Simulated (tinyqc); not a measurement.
# Changing the electron density n

Model: decay of LO phonons and the hot-phonon bottleneck in the cooling of electrons. Computed by tinyqc, a small Python program. Command: `OMP_NUM_THREADS=1 python tinyqc.py 3003536 3003537 out.jsonl hotphonon sweep`. One thread of a shared host (Intel(R) Xeon(R) Processor @ 2.30GHz), about 0.01 s of CPU time with the checks.

n(E, T) = 1/(exp(E/(k_B T)) - 1) is the Bose occupation. Electrons have a temperature T_e; the LO modes within their reach share one occupation N; the decay products stay at the lattice temperature.

Inputs (values chosen for the exercise, modelled on aluminium nitride): LO energy hbar omega = 112 meV; lifetime at T = 0, tau_0 = 1.2 ps; share f of the energy in the softer product = 0.28; lattice temperature T = 77 K; electron mass m* = 0.333 m_0; eps_inf = 4.74; static dielectric constant eps_s = 8.26; density of LO modes that the electrons reach, N_m = 7.6e+18 1/cm^3; power supplied per electron P = 0.4 nW.

Decay channel: two unequal phonons (Ridley).

Constants: k_B = 8.617333262e-05 eV/K; c = 299792458 m/s; e^2/(4 pi eps_0) = 14.39964548 eV angstrom; hbar^2/(2 m_0) = 3.80998212 eV angstrom^2; hbar = 6.582119569e-16 eV s; e = 1.602176634e-19 C.

Method:
- Decay rate 1/tau = (1/tau_0) [1 + n(f hbar omega) + n((1 - f) hbar omega)].
- Full width Gamma = 1/(2 pi c tau) in 1/cm, c in cm/s.
- Froehlich coupling alpha = (e^2/(4 pi eps_0)) (1/eps_inf - 1/eps_s) k_0/(2 hbar omega), k_0 = sqrt(m* hbar omega/(hbar^2/(2 m_0))); emission time tau_sp = hbar/(2 alpha hbar omega); bottleneck ratio r = (n/N_m) tau/tau_sp.
- Net emission per electron: [(N + 1) x - N]/tau_sp with x = exp(-hbar omega/(k_B T_e)), a simple two-level balance; steady state of the modes: n [(N + 1) x - N]/tau_sp = N_m (N - N_0)/tau; power per electron P = hbar omega [(N + 1) x - N]/tau_sp.
- With p = P tau_sp/(hbar omega): N = N_0 + r p and x = (p + N)/(N + 1); without hot phonons N = N_0. The mode temperature T_LO solves n(hbar omega, T_LO) = N.

One run for each value; columns: (1) electron density n (1/cm^3); (2) electron temperature T_e (K); (3) mode temperature T_LO (K); (4) T_e without hot phonons (K); (5) bottleneck ratio r:
```
(1)          (2)     (3)     (4)         (5)
1.00e+16  147.55  126.65  143.23  3.0454e-01
3.00e+16  154.26  141.82  143.23  9.1361e-01
1.00e+17  169.29  163.26  143.23  3.0454e+00
3.00e+17  192.28  189.37  143.23  9.1361e+00
1.00e+18  230.88  229.56  143.23  3.0454e+01
3.00e+18  285.07  284.39  143.23  9.1361e+01
1.00e+19  383.76  383.39  143.23  3.0454e+02
3.00e+19  551.77  551.51  143.23  9.1361e+02
1.00e+20  961.29  961.05  143.23  3.0454e+03
```

Over the rows, electron temperature T_e (K) rises from 148 to 961 (exponent d ln y / d ln x 0.040 between the first rows and 0.46 between the last); mode temperature T_LO (K) rises from 127 to 961 (exponent d ln y / d ln x 0.10 between the first rows and 0.46 between the last); T_e without hot phonons (K) does not change. The exponent of T_e without hot phonons stays at 0: without hot phonons each electron cools on its own. The exponent of bottleneck ratio r stays at 1: r is proportional to n. Hot phonons add under 5 % to T_e up to n = 1e16 per cm^3 among these rows (r = 0.30); at high n T_LO closes in on T_e.

Caution (all rows): alpha is above 1/2, so hbar/tau_sp exceeds hbar omega and the emission time, a weak-coupling result, is only rough. Caution (rows 1.00e16, 3.00e16): so few electrons reach hbar omega that acoustic phonons, left out here, carry much of the loss. Caution (rows 3.00e19, 1.00e20): the electrons are degenerate; Pauli blocking and the Fermi energy, left out here, matter.
